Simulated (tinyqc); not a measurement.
Resistance of a source-drain extension with a graded tip: one step of the calculation.

y runs along the channel, the gate covers y > 0. The doping is N0 for y < y0 and N0 10^(-(y - y0)/la) beyond, uniform over the depth xj. Sheet conductance s(y) = q mu(N) max(N - Nch, 0) xj + (for y > 0) ma Cox Vo, with mu(N) = u0 + (u1 - u0)/(1 + (N/Nr)^au) and Cox = eps0 eox/tox. Current is taken as one-dimensional; depletion of the tip, spreading and the contact are left out. The metallurgical junction lies at yj, where N = Nch.

Question. Sheet resistances and junction position. yj = y0 + la log10(N0/Nch); sheet resistance of the full extension 1/[q mu(N0)(N0 - Nch) xj] and of the gate-induced layer 1/(ma Cox Vo); metallurgical length Lg - 2 yj; ye is where the doped and the gate-induced conductances are equal.

Values chosen for this exercise; mobility law close to that of electrons in silicon:
```
symbol   value        unit                                                                 meaning
eox       9.05              relative permittivity of the gate insulator (close to aluminium oxide)
tox        2.6          nm                                                     insulator thickness
N0      6.7e19       cm^-3                        active doping of the extension far from the gate
la         6.9   nm/decade                                                      lateral abruptness
y0         3.6          nm          position under the gate where the fall begins (gate edge at 0)
xj          13          nm                                                  depth of the extension
Nch     2.2e18       cm^-3                                                          channel doping
Vo        0.41           V                                                          gate overdrive
ma         250  cm^2/(V s)                                      mobility of the gate-induced layer
u1        1414  cm^2/(V s)                                                  mobility at low doping
u0        68.5  cm^2/(V s)                                                 mobility at high doping
Nr      9.2e16       cm^-3                                                        reference doping
au       0.711                                                                            exponent
Lg          90          nm                                                             gate length
```

Constants: q = 1.602176634e-19 C, eps0 = 8.8541878128e-14 F/cm where lengths are in cm. Results are converted to the units shown.

Give: yj; sheet resistance of the extension; sheet resistance of the induced layer; metallurgical length; ye; N at ye.

Answer.

yj = 13.84 nm
sheet resistance of the extension = 917.0 ohm/square
sheet resistance of the induced layer = 3166 ohm/square
metallurgical length = 62.33 nm
ye = 7.651 nm
N at ye = 1.734e19 cm^-3

The gate takes over 6.19 nm before the junction, where N is still 7.88 times the channel doping.

tinyqc, about 0.03 s, one thread, Intel Xeon 2.30GHz (shared host): `OMP_NUM_THREADS=1 python tinyqc.py 2282156 2282157 out.jsonl`
